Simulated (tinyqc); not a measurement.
# Electron density from the centroid

Inverse problem. In the Fang-Howard model the centroid is 3/b with b^3 = 6 (mz1/C) q (Nd + 11 Ns/32)/(eps0 eps_r), C = hbar^2/(2 m0), the field in eV/nm. Find b and Ns.

Parameters, values chosen for the exercise; masses and permittivity close to those of silicon (100):
- eps_r = 11.8 (relative permittivity)
- mz1 = 0.907 m0 (mass along z of valley set A (2 valley(s)))
- Nd = 4.1e11 cm^-2 (sheet density of depletion charge)

Constants: q = 1.602176634e-19 C, hbar = 1.054571817e-34 J s, m0 = 9.1093837015e-31 kg, eps0 = 8.8541878128e-14 F/cm where lengths are in cm, hbar^2/(2 m0) = 0.0380998212 eV nm^2. Results are converted to the units shown.

centroid = 2.6897686 nm

Solution. b = 3/centroid gives Nd + 11 Ns/32, from which the depletion charge is taken off.

b = 1.115 1/nm
Ns = 6.500e11 cm^-2

Numbers from tinyqc (`OMP_NUM_THREADS=1 python tinyqc.py 2160125 2160126 out.jsonl`; about 0.8 s on one thread of a shared Intel Xeon 2.30GHz).
